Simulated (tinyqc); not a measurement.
# Leakage through a gate insulator: direct, Fowler-Nordheim, trap-assisted and Poole-Frenkel currents, step by step

A worked calculation. Computed by tinyqc, a small Python program that keeps every step. Command: `OMP_NUM_THREADS=1 python tinyqc.py 3025649 3025650 out.jsonl oxideleak walk`. One thread of a shared host (Intel(R) Xeon(R) Processor @ 2.30GHz), about 0.01 s of CPU time with the checks. Intermediate numbers are printed to about 6 digits and carried at full precision; extremes and crossings named in words are read from the listed rows.

Electrons enter from the cathode Fermi level at x = 0; the conduction band of the insulator lies phi_b - e F x above it, F = V/t. WKB exponents use a parabolic band with mass m.

Inputs (values chosen for the exercise, with an insulator like Si3N4): thickness t = 2 nm; barrier phi_b = 2.15 eV; tunnelling mass m = 0.38 m_0; static constant eps_ox = 7.28; optical constant eps_opt = 3.84; voltage across the insulator V = 1.4 V; trap depth phi_t = 1.3 eV; trap density N_t = 1.3e+19 cm^-3; attempt rate nu_0 = 3e+13 1/s; activation of capture E_a = 0.27 eV; temperature T = 250 K.

Constants: hbar^2/(2 m_0) = 3.80998212 eV angstrom^2; e = 1.602176634e-19 C; hbar = 1.054571817e-34 J s; k_B = 8.617333262e-05 eV/K; eps_0 = 8.8541878128e-12 F/m.

## Field and tunnelling without traps

For a level a distance phi(x) below the band, the WKB exponent is 2 int kappa dx with kappa = sqrt(m phi/(hbar^2/2m_0)); for a linear barrier from phi_1 down to phi_2 = max(phi_1 - e F d, 0) it is G = (4/3) sqrt(m/(hbar^2/2m_0)) (phi_1^(3/2) - phi_2^(3/2))/(e F). J_tun = e^3 F^2/(16 pi^2 hbar m phi_b) x exp(-G) / [1 - sqrt(phi_2/phi_b)]^2 with the free-electron mass in the cathode (m in m_0), phi_2 = max(phi_b - e V, 0): direct tunnelling for e V < phi_b, Fowler-Nordheim above. Image forces, back-flow and the limit on supply are left out, so J_tun is overstated below about 0.5 V. Equivalent oxide thickness = 3.9 t/eps_ox.

field F = 7 MV/cm

equivalent oxide thickness = 1.07143 nm

WKB exponent G = 15.0568

tunnelling current J_tun = 159.435 A/cm^2

The barrier is a trapezoid: direct tunnelling.

## One trap at several depths

A trap at depth x lies phi_t below the band. Capture: tunnel at the cathode Fermi level from 0 to x (G_in from phi_1 = phi_b), rate nu_0 exp(-G_in - E_c/k_B T) with E_c = E_a + max(phi_b - phi_t - e F x, 0), the last term being the height of the trap above the cathode Fermi level. Emission: tunnel from the trap level to the anode (G_out from phi_1 = phi_t over t - x), rate nu_0 exp(-G_out - E_a/k_B T). Re-emission to the cathode follows from detailed balance, rate_back = rate_in exp(dE/k_B T) with dE = phi_b - phi_t - e F x. Each trap passes R = rate_in rate_out/(rate_in + rate_back + rate_out) electrons per second; filling from the anode is left out. Depths: t times 0.08, 0.2, 0.32, 0.44, 0.56, 0.68, 0.8 and 0.92, rounded to 0.01 nm.

Rates:
```
x (nm)     G_in    G_out  E_c (eV)  rate in (1/s)  rate back (1/s)  rate out (1/s)      R (1/s)
0.16     1.4624  8.90842     1.008    3.32383e-08      2.50648e+07     1.46313e+04  1.93912e-11
0.40     3.5812  8.45694     0.840    9.73115e-06      3.01203e+06     2.29804e+04  7.36823e-08
0.64     5.6069  7.68141     0.672    3.12717e-03      3.97296e+05     4.99079e+04  3.48991e-04
0.88     7.5349  6.68663     0.504    1.10803e+00      5.77810e+04     1.34956e+05  7.75849e-01
1.12     9.3601  5.51338     0.336    4.35149e+02      9.31406e+03     4.36244e+05  4.25636e+02
1.36    11.0761  4.18557     0.270    1.67438e+03      1.47104e+01     1.64585e+06  1.67267e+03
1.60    12.6757  2.71947     0.270    3.38187e+02      1.21954e-03     7.13031e+06  3.38171e+02
1.84    14.1497  1.12708     0.270    7.74536e+01      1.14644e-07     3.50491e+07  7.74534e+01
```

The most effective of these traps sits at 1.36 nm, 68 % of the way; where rate back exceeds rate out, re-emission drains the trap, and elsewhere the slower forward step limits R; here capture limits, and the best depth is where the trap level drops to the cathode Fermi level.

## Trap-assisted current

J_TAT = e N_t int_0^t R dx by the midpoint rule on 400 intervals; the most effective depth is the midpoint with the largest R, rounded to 0.01 nm.

trap-assisted current J_TAT = 1.77870e-04 A/cm^2

most effective depth = 1.22 nm

## Poole-Frenkel bound

Poole-Frenkel emission over the lowered barrier of a charged trap: lowering sqrt(e F/(pi eps_opt eps_0)); J_PF = e N_t^(2/3) nu_0 exp(-(phi_t - lowering)/k_B T), one sheet of traps emitting with supply unlimited (an upper bound).

barrier lowering = 1.02468 eV

Poole-Frenkel bound J_PF = 74.8692 A/cm^2

Caution: the film is too thin for the Poole-Frenkel picture (the lowering is a large part of the whole drop, or the traps are further apart than the film is thick), so J_PF is only nominal.

## Total without and with traps

J = J_tun + J_TAT (the Poole-Frenkel bound is not added); the ratio J/J_tun is the excess that stress-made traps add.

total current J = 159.435 A/cm^2

J/J_tun = 1.00000

## Against voltage

The formulas are those given above.

Currents:
```
V (V)  F (MV/cm)  J_tun (A/cm^2)  J_TAT (A/cm^2)  best depth (nm)
0.24        1.20           12.58     2.30917e-18             0.95
0.48        2.40           20.43     7.03745e-15             2.00
0.73        3.65           34.53     4.44260e-10             2.00
0.98        4.90           59.71     2.42165e-06             1.74
1.22        6.10          103.56     4.17557e-05             1.39
1.46        7.30          184.82     2.65327e-04             1.17
1.71        8.55          350.00     1.00109e-03             1.00
1.96        9.80          685.99     2.52643e-03             0.88
2.20       11.00         1310.50     5.06426e-03             0.79
```

Tunnelling without traps rules in every row. Over the range J_tun grows by 2.0 decades and J_TAT by 15.3. The highest rows may lie beyond breakdown. Below about 0.5 V the formula for J_tun, which has no back-flow, overstates the current.

## Against thickness at fixed field

The formulas are those given above.

Currents:
```
t (nm)  V (V)  J_tun (A/cm^2)  J_TAT (A/cm^2)
1.2      0.84     9.21469e+04     2.69789e-05
1.6      1.12     3.04939e+03     1.68442e-04
2.2      1.54     4.31861e+01     1.76844e-04
3.0      2.10     7.99631e-01     1.47055e-04
4.0      2.80     5.36984e-01     1.43757e-04
5.5      3.85     5.36984e-01     1.43915e-04
7.5      5.25     5.36984e-01     1.44082e-04
10.0     7.00     5.36984e-01     1.44824e-04
```

Between the first rows J_tun falls by 3.70 decades per nm. From t = phi_b/(e F) = 3.07 nm it stops changing, since a triangular barrier does not feel the thickness. J_TAT stays below J_tun at all these thicknesses.

Checks made by the program: the WKB exponent by quadrature (relative difference below 1e-10); the integral with twice the points (relative difference 1e-04).
